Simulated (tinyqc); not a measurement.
Global model of a low-pressure process discharge: electron temperature, density, ion flux and ion energy: one step, computed by the program tinyqc. Command: `OMP_NUM_THREADS=1 python tinyqc.py 3113634 3113635 out.jsonl plasma walk`. One thread of a shared host (Intel(R) Xeon(R) Processor @ 2.30GHz), about 0.01 s of CPU time with the checks.

Maxwellian electrons with temperature T_e in eV, one positive ion, no negative ions, uniform bulk density n; rate constants have the Arrhenius form.

Question. Geometry factors. n_g = p/(k_B T_g); lambda_i = 1/(n_g sigma); h_L = 0.86/sqrt(3 + L/(2 lambda_i)), h_R = 0.8/sqrt(4 + R/lambda_i); A_eff = 2 pi R^2 h_L + 2 pi R L h_R; d_eff = pi R^2 L/A_eff.

Inputs (values chosen for the exercise, of the order of those of an inductive discharge in a simple atomic gas):

| quantity | value | unit |
|---|---|---|
| ion-neutral cross section | 1.2e-18 | m^2 |
| pressure p | 3.6 | Pa |
| gas temperature T_g | 400 | K |
| radius R | 22 | cm |
| height L | 5.9 | cm |

Constants: k_B = 1.380649e-23 J/K.

Give: gas density n_g; ion mean free path; h_L; h_R; A_eff; d_eff.

Answer.

gas density n_g = 6.519e+20 1/m^3

ion mean free path = 0.1278 cm

h_L = 0.1684

h_R = 0.06029

A_eff = 561.3 cm^2

d_eff = 15.98 cm
